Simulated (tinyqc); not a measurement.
Offset from the accumulated charge.

Inverse problem. Layer 1 (x < 0) accumulates electrons and layer 2 (x > 0) is depleted. Boltzmann statistics. Sheet densities from the first integral: Q1 = sqrt((2 eps0 eps_r Vt N1/q)(exp(u1) - u1 - 1)) extra electrons, Q2 = sqrt((2 eps0 eps_r Vt N2/q)(exp(-u2) + u2 - 1)) missing ones, u = V/Vt; neutrality Q1 = Q2 + si. V1 + V2 = dE + Vt ln[(N2/Nc2)/(N1/Nc1)]. Find V1, V2 and dE.

Parameters, values chosen for the exercise; values of the order of III-V alloys: temperature T = 200 K; relative permittivity of both layers eps_r = 12; density of states of the narrow-gap layer 1 Nc1 = 3.4e17 cm^-3; density of states of the wide-gap layer 2 Nc2 = 6.9e17 cm^-3; donor density in layer 1 N1 = 5.8e15 cm^-3; donor density in layer 2 N2 = 7.6e15 cm^-3; fixed charge at the interface si = 0 cm^-2.

Constants: q = 1.602176634e-19 C, kB = 1.380649e-23 J/K, Vt = kB T/q, eps0 = 8.8541878128e-14 F/cm where lengths are in cm. Results are converted to the units shown.

Q1 = 1.2971288e11 cm^-2

Solution. Each sheet density rises steadily with its bending, so Q1 fixes V1 and Q2 = Q1 - si fixes V2.

V1 = 0.04831 V
V2 = 0.1842 V
dE = 0.2400 eV

Numbers from tinyqc (`OMP_NUM_THREADS=1 python tinyqc.py 2410091 2410092 out.jsonl`; about 0.07 s on one thread of a shared Intel Xeon 2.30GHz).
